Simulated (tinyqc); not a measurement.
Junction parameters from two forward currents.

Inverse problem. D(v) = J1 (exp(v/Vt) - 1) + J2 (exp(v/(2 Vt)) - 1). Find J1, J2 and the voltage 2 Vt ln(J2/J1) near which both parts are equal.

Values chosen for this exercise: temperature T = 300 K.

Constants: q = 1.602176634e-19 C, kB = 1.380649e-23 J/K, Vt = kB T/q. Results are converted to the units shown.

junction voltages (V): 0.3  0.6
currents (uA/um): 7.4692471e-6  0.025230700

Answer. The current is linear in J1 and J2, so two points give two equations.

J1 = 1.90e-12 uA/um
J2 = 2.20e-8 uA/um
crossover = 0.484 V

Program tinyqc, `OMP_NUM_THREADS=1 python tinyqc.py 2182127 2182128 out.jsonl`; Intel Xeon 2.30GHz, shared host, one thread, about 0.2 s.
